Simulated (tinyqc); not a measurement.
# Inductance and parasitic capacitance from two readings

Problem. A loss-free coil L in parallel with C shows the apparent inductance L/(1 - w^2 L C), w = 2 pi f. Find L, C and the self-resonance 1/(2 pi sqrt(L C)).

apparent inductance at 1.5 and 2.6 GHz (nH): 9.5239250  18.133885

Solution. The inverse of the reading is 1/L - w^2 C, a straight line in w^2.

L = 7.700 nH
C = 280.0 fF
self-resonance = 3.428 GHz

tinyqc, about 0.01 s, one thread, Intel Xeon 2.30GHz (shared host): `OMP_NUM_THREADS=1 python tinyqc.py 2302153 2302154 out.jsonl`
